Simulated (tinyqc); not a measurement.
# Series resistance and mobility from two gate lengths

Inverse problem. At small Vds the total resistance times width is 2 Rs + L/(mu Q), with the same mu and Q at both lengths. Find mu and Rs.

total resistance at L = 20 and 120 nm (ohm um): 523.45679  1140.7407
Q = 1.08 uC/cm^2

Solution. The slope against L is 1/(mu Q), and the intercept at L = 0 is 2 Rs.

mu = 150 cm^2/(V s)
Rs = 200 ohm um

tinyqc, about 0.01 s, one thread, Intel Xeon 2.30GHz (shared host): `OMP_NUM_THREADS=1 python tinyqc.py 2380136 2380137 out.jsonl`
